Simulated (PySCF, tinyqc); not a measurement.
Worked calculation: CISD on RHF in the sto-3g basis, for H4, spin multiplicity 1. The lowest restricted solution is unstable here: a spin-polarised one lies 0.0564 hartree lower (PySCF). Computed by tinyqc, a small Python program that keeps every step (integrals from PySCF). Settings: charge = 0, multiplicity = 1, basis = sto-3g, method = RHF, energy threshold = 1e-10, iteration cap = 86, orthogonalisation = canonical, start = Wolfsberg-Helmholz matrix, DIIS depth = 6, ci = CISD. Command: `OMP_NUM_THREADS=1 python tinyqc.py 25947 25948 out.jsonl` (the two numbers bound the seeds that draw the settings). One thread of a shared host (Intel(R) Xeon(R) Processor @ 2.60GHz), about 0.08 s of CPU time with the checks. The early iterations of the SCF are left out here.

## One-electron integrals

Geometry (angstrom):
```
atom       x       y       z
H     0.0000  0.0000  0.0000
H     0.0000  0.0000  1.3550
H     0.0000  1.9510  0.0000
H     0.0000  1.9510  1.3550
```

Basis sto-3g: exponents (1/bohr^2) and contraction coefficients of normalised primitives:
```
element  l (shell)  exponent  coefficient
H            s (1)    3.4253       0.1543
H            s (1)    0.6239       0.5353
H            s (1)    0.1689       0.4446
```

Overlap, kinetic and nuclear-attraction integrals over the contracted functions; the nuclear repulsion is the sum of Za Zb / Rab.

nuclear repulsion = 1.769093 hartree

overlap S, order 1H 1s, 2H 1s, 3H 1s, 4H 1s:
$$\begin{pmatrix}
1.0000 & 0.3147 & 0.1291 & 0.0623 \\
0.3147 & 1.0000 & 0.0623 & 0.1291 \\
0.1291 & 0.0623 & 1.0000 & 0.3147 \\
0.0623 & 0.1291 & 0.3147 & 1.0000
\end{pmatrix}$$

kinetic energy T (hartree), order 1H 1s, 2H 1s, 3H 1s, 4H 1s:
$$\begin{pmatrix}
0.7600 & 0.0255 & -0.0094 & -0.0113 \\
0.0255 & 0.7600 & -0.0113 & -0.0094 \\
-0.0094 & -0.0113 & 0.7600 & 0.0255 \\
-0.0113 & -0.0094 & 0.0255 & 0.7600
\end{pmatrix}$$

nuclear attraction V (hartree), order 1H 1s, 2H 1s, 3H 1s, 4H 1s:
$$\begin{pmatrix}
-2.1081 & -0.5913 & -0.2250 & -0.1112 \\
-0.5913 & -2.1081 & -0.1112 & -0.2250 \\
-0.2250 & -0.1112 & -2.1081 & -0.5913 \\
-0.1112 & -0.2250 & -0.5913 & -2.1081
\end{pmatrix}$$

core Hamiltonian H = T + V (hartree), order 1H 1s, 2H 1s, 3H 1s, 4H 1s:
$$\begin{pmatrix}
-1.3481 & -0.5658 & -0.2345 & -0.1225 \\
-0.5658 & -1.3481 & -0.1225 & -0.2345 \\
-0.2345 & -0.1225 & -1.3481 & -0.5658 \\
-0.1225 & -0.2345 & -0.5658 & -1.3481
\end{pmatrix}$$

## Two-electron integrals

Functions are numbered as in S; the eight-fold symmetry (ij|kl) = (ji|kl) = (kl|ij) leaves the list below.

Two-electron integrals (ij|kl) in chemists' order, unique and non-zero (hartree):
```
(11|11) 0.7746   (21|11) 0.1760   (21|21) 0.0581   (22|11) 0.3781
(22|21) 0.1760   (22|22) 0.7746   (31|11) 0.0613   (31|21) 0.0161
(31|22) 0.0399   (31|31) 0.0087   (32|11) 0.0242   (32|21) 0.0084
(32|22) 0.0265   (32|31) 0.0036   (32|32) 0.0019   (33|11) 0.2701
(33|21) 0.0797   (33|22) 0.2226   (33|31) 0.0613   (33|32) 0.0265
(33|33) 0.7746   (41|11) 0.0265   (41|21) 0.0084   (41|22) 0.0242
(41|31) 0.0036   (41|32) 0.0019   (41|33) 0.0242   (41|41) 0.0019
(42|11) 0.0399   (42|21) 0.0161   (42|22) 0.0613   (42|31) 0.0057
(42|32) 0.0036   (42|33) 0.0399   (42|41) 0.0036   (42|42) 0.0087
(43|11) 0.0797   (43|21) 0.0261   (43|22) 0.0797   (43|31) 0.0161
(43|32) 0.0084   (43|33) 0.1760   (43|41) 0.0084   (43|42) 0.0161
(43|43) 0.0581   (44|11) 0.2226   (44|21) 0.0797   (44|22) 0.2701
(44|31) 0.0399   (44|32) 0.0242   (44|33) 0.3781   (44|41) 0.0265
(44|42) 0.0613   (44|43) 0.1760   (44|44) 0.7746
```

## Orthogonalisation

S = U s U^T; canonical form X = U s^(-1/2), so that X^T S X = 1. Each column of U has its largest component positive (the first on a tie).

eigenvalues of S: [0.6185, 0.7522, 1.1232, 1.5061]

X, order 1H 1s, 2H 1s, 3H 1s, 4H 1s:
$$\begin{pmatrix}
0.6357 & 0.5765 & 0.4718 & 0.4074 \\
-0.6357 & -0.5765 & 0.4718 & 0.4074 \\
-0.6357 & 0.5765 & -0.4718 & 0.4074 \\
0.6357 & -0.5765 & -0.4718 & 0.4074
\end{pmatrix}$$

## Starting guess

The start is the generalised Wolfsberg-Helmholz matrix (K = 1.75) built on H; D = 2 C_occ C_occ^T.

D at the start, order 1H 1s, 2H 1s, 3H 1s, 4H 1s:
$$\begin{pmatrix}
0.7771 & 0.7771 & -0.1132 & -0.1132 \\
0.7771 & 0.7771 & -0.1132 & -0.1132 \\
-0.1132 & -0.1132 & 0.7771 & 0.7771 \\
-0.1132 & -0.1132 & 0.7771 & 0.7771
\end{pmatrix}$$

## Iteration 2 (converged): orbitals

converged F (hartree), order 1H 1s, 2H 1s, 3H 1s, 4H 1s:
$$\begin{pmatrix}
-0.1608 & -0.3506 & -0.0905 & -0.0670 \\
-0.3506 & -0.1608 & -0.0670 & -0.0905 \\
-0.0905 & -0.0670 & -0.1608 & -0.3506 \\
-0.0670 & -0.0905 & -0.3506 & -0.1608
\end{pmatrix}$$

Diagonalise F' = X^T F X, C = X C', fill 2 alpha and 2 beta electrons from the bottom; D = 2 C_occ C_occ^T. Each column has its largest component positive (the first on a tie).

F' = X^T F X (hartree):
$$\begin{pmatrix}
0.3449 & 0.0000 & 0.0000 & 0.0000 \\
0.0000 & 0.2211 & 0.0000 & 0.0000 \\
0.0000 & 0.0000 & -0.3152 & 0.0000 \\
0.0000 & 0.0000 & 0.0000 & -0.4442
\end{pmatrix}$$

orbital energies (hartree): MO1 -0.4442, MO2 -0.3152, MO3 0.2211, MO4 0.3449

coefficients C, order 1H 1s, 2H 1s, 3H 1s, 4H 1s:
$$\begin{pmatrix}
0.4074 & 0.4718 & 0.5765 & 0.6357 \\
0.4074 & 0.4718 & -0.5765 & -0.6357 \\
0.4074 & -0.4718 & 0.5765 & -0.6357 \\
0.4074 & -0.4718 & -0.5765 & 0.6357
\end{pmatrix}$$

D after iteration 2, order 1H 1s, 2H 1s, 3H 1s, 4H 1s:
$$\begin{pmatrix}
0.7771 & 0.7771 & -0.1132 & -0.1132 \\
0.7771 & 0.7771 & -0.1132 & -0.1132 \\
-0.1132 & -0.1132 & 0.7771 & 0.7771 \\
-0.1132 & -0.1132 & 0.7771 & 0.7771
\end{pmatrix}$$

## Convergence

Stop when the energy changes by less than 1e-10 hartree and every element of the error matrix X^T (F D S - S D F) X is below 3e-06.

Course of the cycle:
```
iteration  E (hartree)    change  largest element of the error matrix
1            -1.884215         -                             1.34e-15
2            -1.884215  8.88e-16                             3.26e-16
```

PySCF RHF in the same basis = -1.884215 hartree

Converged in 2 iterations.

## Populations, bond orders and dipole

Mulliken: Z minus the diagonal of D S on the atom; Loewdin: the same with S^(1/2) D S^(1/2); Mayer order: 2 sum_s sum (D(s) S)_ij (D(s) S)_ji over the two atoms.

Charges (e):
```
atom  Mulliken  Loewdin
1H           0        0
2H           0        0
3H           0        0
4H           0        0
```

Mayer bond orders:
```
pair   order
2-1   1.0000
3-1        0
3-2        0
4-1        0
4-2        0
4-3   1.0000
```

dipole moment about the origin, x y z (debye): [0.0000, 0.0000, 0.0000]

## Integrals over molecular orbitals

(pq|rs) = sum C_ip C_jq C_kr C_ls (ij|kl), one index at a time.

one-electron integrals over orbitals h = C^T H C (hartree):
$$\begin{pmatrix}
-1.5077 & 0.0000 & 0.0000 & 0.0000 \\
0.0000 & -1.3862 & 0.0000 & 0.0000 \\
0.0000 & 0.0000 & -1.1889 & 0.0000 \\
0.0000 & 0.0000 & 0.0000 & -1.0836
\end{pmatrix}$$

Two-electron integrals over orbitals (pq|rs), unique and non-zero (hartree):
```
(11|11) 0.4083   (21|21) 0.1639   (22|11) 0.4096   (22|22) 0.4158
(31|31) 0.1182   (32|32) 0.1006   (33|11) 0.4052   (33|22) 0.4091
(33|33) 0.4146   (41|32) 0.0983   (41|41) 0.0961   (42|31) 0.1235
(42|42) 0.1312   (43|21) 0.1679   (43|43) 0.1822   (44|11) 0.4104
(44|22) 0.4175   (44|33) 0.4211   (44|44) 0.4302
```

## CISD: determinants and Hamiltonian

Hartree-Fock energy = -1.884215 hartree

Slater-Condon rules over spin orbitals, with the nuclear repulsion added and E(HF) subtracted on the diagonal. Only determinants linked to the reference directly or through others are kept (one block of an abelian symmetry group), so some states are absent.

Occupation strings over the orbitals (2 doubly, a alpha, b beta, 0 empty; spin orbitals ordered 1a 1b 2a 2b ...): 2200 aabb 2020 abab 2002 abba baab 0220 baba 0202 bbaa

H - E(HF) between determinants (hartree):
```
         2200     aabb     2020     abab     2002     abba     baab     0220
2200   0.0000  -0.0251   0.1006  -0.0983   0.1312   0.1235   0.1235   0.1182
aabb  -0.0251   0.6137   0.0983  -0.1006  -0.1235  -0.1312  -0.1182  -0.1235
2020   0.1006   0.0983   0.4675   0.0696   0.1822  -0.1679  -0.1679   0.1639
abab  -0.0983  -0.1006   0.0696   0.7104   0.1679  -0.1822  -0.1639   0.1679
2002   0.1312  -0.1235   0.1822   0.1679   0.7586  -0.0445  -0.0445   0.0000
abba   0.1235  -0.1312  -0.1679  -0.1822  -0.0445   0.7631   0.0000  -0.0445
baab   0.1235  -0.1182  -0.1679  -0.1639  -0.0445   0.0000   0.7631  -0.0445
0220   0.1182  -0.1235   0.1639   0.1679   0.0000  -0.0445  -0.0445   0.7687
baba  -0.0983  -0.0961   0.0696   0.0000   0.1679  -0.1639  -0.1822   0.1679
0202   0.0961   0.0983   0.0000   0.0696   0.1639  -0.1679  -0.1679   0.1822
bbaa  -0.0251   0.0000   0.0983  -0.0961  -0.1235  -0.1182  -0.1312  -0.1235

         baba     0202     bbaa
2200  -0.0983   0.0961  -0.0251
aabb  -0.0961   0.0983   0.0000
2020   0.0696   0.0000   0.0983
abab   0.0000   0.0696  -0.0961
2002   0.1679   0.1639  -0.1235
abba  -0.1639  -0.1679  -0.1182
baab  -0.1822  -0.1679  -0.1312
0220   0.1679   0.1822  -0.1235
baba   0.7104   0.0696  -0.1006
0202   0.0696   0.9672   0.0983
bbaa  -0.1006   0.0983   0.6137
```

## CISD: roots

Diagonalise (each vector has its largest component positive (the first on a tie)); all determinants have Ms = 0, so triplets appear too. The lowest singlet root is the correlation energy.

lowest roots of this matrix, relative to E(HF) (hartree): [-0.1330, 0.1299, 0.1676, 0.6107, 0.6122, 0.7054, 0.7638, 0.7696]

lowest vectors, order 2200, aabb, 2020, abab, 2002, abba, baab, 0220, baba, 0202, bbaa:
$$\begin{pmatrix}
0.9197 & 0.0584 & 0.0000 & 0.2804 \\
0.0133 & -0.2622 & 0.4082 & 0.1955 \\
-0.1923 & 0.6306 & 0.0000 & 0.6742 \\
0.1281 & 0.1288 & 0.4082 & -0.2718 \\
-0.1361 & -0.4141 & 0.0000 & 0.2132 \\
-0.1414 & 0.1335 & 0.4082 & 0.0763 \\
-0.1414 & 0.1335 & 0.4082 & 0.0763 \\
-0.1231 & -0.3956 & 0.0000 & 0.3326 \\
0.1281 & 0.1288 & 0.4082 & -0.2718 \\
-0.1015 & 0.2542 & 0.0000 & -0.2735 \\
0.0133 & -0.2622 & 0.4082 & 0.1955
\end{pmatrix}$$

<S^2> of these roots: [0.0000, 0.0000, 6.0000, 0.0000, 2.0000, 2.0000, 0.0000, 2.0000]

weight of the ground state by excitation level 0, 1, 2, ...: [0.8458, 0.0000, 0.1542]

The reference has a weight of only 0.85: one determinant is a poor start here.
